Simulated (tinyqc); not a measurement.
Inside a calculation. Model: Raman line shape of confined optical phonons and breathing modes of small crystals. Computed by tinyqc, a small Python program that keeps every step. Command: `OMP_NUM_THREADS=1 python tinyqc.py 3022902 3022903 out.jsonl confine walk`. One thread of a shared host (Intel(R) Xeon(R) Processor @ 2.30GHz), about 0.02 s of CPU time with the checks. Intermediate numbers are printed to about 5 digits and carried at full precision; extremes and crossings named in words are read from the listed rows.

Confinement in 1 direction(s) lets phonons with q away from zero scatter light. q is in units of 2 pi/a, from 0 to 1, and the branch is isotropic: omega(q)^2 = (omega_0^2 + omega_X^2)/2 + ((omega_0^2 - omega_X^2)/2) cos(pi q). The model and its constant beta are phenomenological; beta = 8 is the common choice.

Inputs (values chosen for the exercise, modelled on silicon):
```
quantity,value,unit
bulk frequency omega_0,521,1/cm
frequency at the zone boundary omega_X,404,1/cm
natural width Gamma_0,3,1/cm
lattice constant a,5.431,angstrom
size L,14,nm
confinement constant beta,4,-
probe offset omega - omega_0,0.88,1/cm
longitudinal velocity,9120,m/s
transverse velocity,5300,m/s
```

Shape: film.

Constants: c = 299792458 m/s.

## Range of wave vectors

Weight W(q) = q^0 exp(-(2 L q/a)^2/(2 beta)) dq, that is exp(-k^2 L^2/(2 beta pi^2)) for k = 2 pi q/a. Width q_c = a sqrt(2 beta)/(2 L), where the exponential falls to 1/e; curvature of the branch: omega(q) = omega_0 - c q^2, c = pi^2 (omega_0^2 - omega_X^2)/(8 omega_0); for small q_c the mean of q^2 is (number of confined directions) q_c^2/2, and the mean shift is -c times that.

q_c = 0.054861 2 pi/a

curvature c = 256.27 1/cm

mean shift, quadratic estimate = -0.38566 1/cm

omega(q_c) - omega_0 = -0.76998 1/cm

## Intensity at one frequency

I(omega) = int W(q) / [(omega - omega(q))^2 + (Gamma_0/2)^2] dq / int W dq x (Gamma_0/2)^2, by 400 Gauss-Legendre points on 0 < q < min(1, 2.5 a sqrt(2 beta)/L). Bulk Lorentzian 1/(1 + (2 offset/Gamma)^2); mean shift = weighted mean of omega(q) less the bulk frequency.

I at the probe offset = 0.61064

bulk Lorentzian there = 0.74395

mean shift, from the weights = -0.38465 1/cm

## Peak, width and asymmetry

The peak is the maximum of I; the width is taken between the half-maximum points, and the asymmetry is the low-side half-width over the high-side one.

peak shift = -0.27405 1/cm

full width = 3.3157 1/cm

asymmetry = 1.104

peak height (bulk = 1) = 0.93127

The peak moves 71 % as far as the mean: the tail on the low side carries the rest. The asymmetry is too weak to tell size from stress or heating.

## Line shape against size

The formulas are those given above.

Line shape:
```
L (nm),peak shift (1/cm),full width (1/cm),asymmetry,"mean shift, quadratic estimate (1/cm)"
3,-0.7716,6.7766,2.5813,-8.3988
3.6,-0.73676,6.1702,2.3107,-5.8325
4.4,-0.68856,5.5369,2.0321,-3.9044
5.5,-0.62271,4.9033,1.7582,-2.4988
7,-0.5389,4.325,1.5134,-1.5426
10,-0.4011,3.6895,1.2517,-0.75589
15,-0.25018,3.2626,1.0839,-0.33595
25,-0.11207,3.0516,1.011,-0.12094
```

The peak shift falls with exponent -0.25 at the small end and -1.57 at the large end. For still larger L it tends to the mean shift, which goes as 1/L^2; the ratio is 0.09 in the first row and 0.93 in the last. The width exceeds Gamma_0 by over 10 % for L up to 10 nm. In a film the weight is largest at q = 0, so the peak hardly moves and a tail grows instead.

## Thickness mode of the free film

The lowest longitudinal standing wave has half a wavelength across the film: f = v_L/(2 L); the lowest shear one f = v_T/(2 L).

breathing frequency = 325.71 GHz

shear frequency = 189.29 GHz

breathing wavenumber = 10.865 1/cm

Checks made by the program: mean shift of a large crystal against the quadratic estimate (relative difference 1e-05).
